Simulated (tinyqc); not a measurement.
Raising U: Hubbard chain of 4 sites, mean field against exact. Computed by the program tinyqc. 

one-body matrix (hopping and site energies) (eV):
```
         1        2        3        4
1   0.0000  -1.3300   0.0000   0.0000
2  -1.3300   0.0000  -1.3300   0.0000
3   0.0000  -1.3300   0.0000  -1.3300
4   0.0000   0.0000  -1.3300   0.0000
```

electrons, up and down: 2  1

Collinear unrestricted mean field (the lowest of 40 random starts) against exact diagonalisation.

Exact and mean-field results (eV):

| U | U/t | E exact | E mean field | mean \|n_up - n_down\| | double occupancy, exact | first gap in the sector |
|---|---|---|---|---|---|---|
| 0.6700 | 0.5038 | -4.809968 | -4.794024 | 0.2500 | 0.1109 | 1.3098 |
| 1.3300 | 1.0000 | -4.535172 | -4.473650 | 0.2500 | 0.0974 | 1.2581 |
| 2.6600 | 2.0000 | -4.082482 | -3.858115 | 0.2500 | 0.0736 | 1.1119 |
| 3.9900 | 3.0000 | -3.742996 | -3.322055 | 0.3772 | 0.0550 | 0.9618 |
| 5.3200 | 4.0000 | -3.488769 | -2.914467 | 0.4977 | 0.0414 | 0.8315 |
| 7.9800 | 6.0000 | -3.147501 | -2.419712 | 0.6262 | 0.0246 | 0.6377 |
| 10.6400 | 8.0000 | -2.936729 | -2.230524 | 0.7278 | 0.0159 | 0.5096 |
| 15.9600 | 12.0000 | -2.697751 | -2.111873 | 0.7408 | 0.0079 | 0.3587 |
| 26.6000 | 20.0000 | -2.488124 | -2.019080 | 0.7468 | 0.0031 | 0.2226 |

In absolute terms mean field is worst at U/t = 6.0, 0.728 eV too high: at small U it is nearly exact, and at large U it still misses the motion of the hole through a fluctuating spin background. Relative to the exact energy its error is 0.3 % at the smallest U, 24 % at most and 19 % at the largest. The double occupancy falls from 0.111 to 0.003.
